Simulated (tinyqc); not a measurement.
What moves the results: quasiparticle equation with a plasmon-pole self-energy for two band edges. A value that a table varies takes the place of the one given here.

For each edge E = e + X + Sc(E), with the correlation part Sc(E) = A[0]/(E - a + w) + A[1]/(E - b - w); a and b are the valence and conduction energies that enter the Green function (a = ev, b = ec in the one-shot scheme). Z = 1/(1 - dSc/dE), dSc/dE = -A[0]/(E - a + w)^2 - A[1]/(E - b - w)^2.

Values chosen for the exercise (scales of the order of those of GaN; not measured data):

| symbol | value | unit | meaning |
|---|---|---|---|
| ev | 0 | eV | mean-field valence top |
| ec | 1.81 | eV | mean-field conduction edge |
| w | 17.2 | eV | pole energy |
| Av | (70.1, 32.7) | eV^2 | weights of the valence state on the hole and electron poles |
| Ac | (23.4, 59.8) | eV^2 | the same for the conduction state |
| Xv | -3.48 | eV | exchange minus the mean-field potential, valence |
| Xc | 3.17 | eV | the same, conduction |

## Schemes compared

Z = 1; linearised; exact one-shot; energies updated in G (a, b); updated in G and W, where w grows by half of the opening of the gap (a rule chosen for the exercise).

Results (eV):

| scheme | Ev | Ec | gap | opening |
|---|---|---|---|---|
| mean field | 0.000 | 1.810 | 1.810 | 0.000 |
| Z = 1 | -1.125 | 2.734 | 3.859 | 2.049 |
| linearised | -0.847 | 2.539 | 3.387 | 1.577 |
| one-shot, exact | -0.842 | 2.536 | 3.378 | 1.568 |
| update G | -0.976 | 2.628 | 3.604 | 1.794 |
| update G and W | -1.114 | 2.759 | 3.873 | 2.063 |

What does this show?

The openings run from 1.568 (one-shot, exact) to 2.063 eV (update G and W). Linearising moves the gap by 9 meV, updating G +227 meV and updating W a further +269 meV: once Z is kept, the level of self-consistency matters more than linearising.

## The starting point

The mean-field gap is opened by d (ev lowered by d/2, ec raised by d/2) and X is changed by the opposite amounts, so that e + X stays; one-shot and G-updated gaps.

Gaps (eV):

| d | start | one-shot | update G |
|---|---|---|---|
| 0.0 | 1.810 | 3.3776 | 3.6042 |
| 0.2 | 2.010 | 3.4034 | 3.6042 |
| 0.4 | 2.210 | 3.4289 | 3.6042 |
| 0.6 | 2.410 | 3.4542 | 3.6042 |
| 0.9 | 2.710 | 3.4918 | 3.6042 |
| 1.2 | 3.010 | 3.5290 | 3.6042 |
| 1.6 | 3.410 | 3.5780 | 3.6042 |

What can be read from the table?

The one-shot gap moves by a fraction 0.13 of any change of the starting gap, while the updated gap, 3.6042 eV, does not depend on it. The two agree where the start already equals the result, near d = 1.79 eV. A real change of starting point alters the orbitals and the screening too; this model holds both fixed.

## What each parameter does

Exact one-shot edges and Z of the valence state there. Each row changes one parameter from the base and keeps the others.

Results:

| case | Ev (eV) | Ec (eV) | gap (eV) | Z |
|---|---|---|---|---|
| base | -0.8419 | 2.5358 | 3.3776 | 0.7435 |
| w = 18.06 eV | -0.9527 | 2.6398 | 3.5925 | 0.7605 |
| Xv = -3.58 eV | -0.9162 | 2.5358 | 3.4519 | 0.7425 |
| Xc = 3.27 eV | -0.8419 | 2.6138 | 3.4557 | 0.7435 |
| ec = 1.91 eV | -0.8357 | 2.6311 | 3.4668 | 0.7441 |
| Av = (73.6, 32.7) eV^2 | -0.6841 | 2.5358 | 3.2198 | 0.7385 |
| Ac = (23.4, 62.79) eV^2 | -0.8419 | 2.3951 | 3.2369 | 0.7435 |

What does this show?

The largest shifts from the base row, up to three for each result and ties (the steps differ in size, so this ranks the rows, not the parameters). Ev (eV): Av +0.1578, w -0.1109, Xv -0.0743; unchanged at the printed digits by Xc and Ac. Ec (eV): Ac -0.1407, w +0.1040, ec +0.0953; unchanged at the printed digits by Xv and Av. gap (eV): w +0.2149, Av -0.1578, Ac -0.1407. Z: w +0.0170, Av -0.0050, Xv -0.0010; unchanged at the printed digits by Xc and Ac.

tinyqc: `OMP_NUM_THREADS=1 python tinyqc.py 1881072 1881073 out.jsonl`; about 0.02 s, one thread, shared Intel(R) Xeon(R) Processor @ 2.30GHz.
